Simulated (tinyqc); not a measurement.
From one set of inputs to another, one input at a time: growth of a silicide layer between metal and silicon: linear-parabolic kinetics, ramp anneals and Kissinger analysis. Computed by tinyqc, a small Python program. Command: `OMP_NUM_THREADS=1 python tinyqc.py 3010903 3010904 out.jsonl silicide ladder`. One thread of a shared host (Intel(R) Xeon(R) Processor @ 2.30GHz), about 0.3 s of CPU time with the checks.

One compound layer of thickness x grows by diffusion through itself and reaction at an interface, dx/dt = 1/(2x/K + 1/v), until the metal is used up at x = a h.

The inputs printed are set A. Set A is modelled on CoSi; the values taken over come from a set modelled on NiSi. Inputs not listed in the table keep their values of set A, so the rows need not describe a real material.

Inputs (values chosen for the exercise, modelled on CoSi):
```
quantity                                 value    unit
metal thickness h                           53      nm
silicide formed per metal thickness a     2.02       -
prefactor of the parabolic constant K    4e+13  nm^2/s
activation energy E of K                  1.89      eV
prefactor of the interface velocity v  9.9e+14    nm/s
activation energy E_v                     2.08      eV
temperature T                              475       C
time t                                      15       s
ramp rate beta                              10     C/s
```

Constants: k_B = 8.617333262e-05 eV/K.

Method:
- The silicide ends at the thickness a h.
- K = K0 exp(-E/(k_B T)), v = v0 exp(-E_v/(k_B T)).
- Temperatures in kelvin are T(C) + 273.15.
- x^2/K + x/v = t, so x = (K/(2v)) [sqrt(1 + 4 v^2 t/K) - 1], capped at a h; completion time t_c = (a h)^2/K + a h/v, a h being the final thickness; crossover thickness K/v.
- Ramp from x = 0 at 100 C at the rate beta: dx/dT = (1/beta)/(2x/K + 1/v), integrated adaptively (tolerance 1e-9) until x = a h at T_f.

Each row keeps all changes above it:
```
input moved                                                                                from             to  completion temperature T_f (C)  thickness at time t (nm)  crossover thickness (nm)
set A                                                                                         -              -                           668.7                     10.17                      0.77
prefactor of the parabolic constant K (nm^2/s) and activation energy E of K (eV)    4e+13, 1.89  4.7e+13, 1.63                           548.9                     64.10                     51.03
prefactor of the interface velocity v (nm/s) and activation energy E_v (eV)       9.9e+14, 2.08  3.9e+14, 1.79                           539.0                     85.18                      1.44
temperature T (C)                                                                           475            385                           539.0                     14.27                      2.02
time t (s)                                                                                   15             12                           539.0                     12.66                      2.02
ramp rate beta (C/s)                                                                         10            0.3                           439.6                     12.66                      2.02
```

Completion temperature T_f goes from 669 to 440, a factor 0.657 in all. The largest single move comes from ramp rate beta (a factor 0.816). Thickness at time t goes from 10.2 to 12.7, a factor 1.25 in all. The largest single move comes from prefactor of the parabolic constant K with activation energy E of K (a factor 6.30), and temperature T works against it (a factor 0.168). Crossover thickness goes from 0.770 to 2.02, a factor 2.63 in all. The largest single move comes from prefactor of the parabolic constant K with activation energy E of K (a factor 66.3), and prefactor of the interface velocity v with activation energy E_v works against it (a factor 0.0283). The single moves hold for this order of the switches; the total does not depend on the order.

Extremes, crossings and ranges named in words are read from the listed rows.
